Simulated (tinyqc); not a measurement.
Inside a calculation. Method: plane-wave Kohn-Sham cycle with exchange-only LDA in a layered model solid. One step of it, computed by the program tinyqc.

Problem. Iteration 1: Hamiltonian at one k. H(m,m') = (k + G_m)^2/2 delta + V(G_m - G_m'), with V(-G) = V(G).

A solid whose potential varies along x alone (atomic units):
```
parameter                      value
period a                    9.500000
cross-section of the cell  40.000000
electrons per cell                 2
grid points                       16
plane waves -n..n, n               2
k points                           1
V1 in V1 cos(2 pi x/a)     -0.540000
V2 in V2 cos(4 pi x/a)      0.130000
```

V(G_m), m = 0, 1, 2, ... (hartree): -0.171293  -0.270000  0.065000  0.000000  0.000000

k = 0.000000 2 pi / a

Give: H.

Solution.

H (hartree):
```
        -2      -1      +0      +1      +2
-2   0.704  -0.270   0.065   0.000   0.000
-1  -0.270   0.047  -0.270   0.065   0.000
+0   0.065  -0.270  -0.171  -0.270   0.065
+1   0.000   0.065  -0.270   0.047  -0.270
+2   0.000   0.000   0.065  -0.270   0.704
```
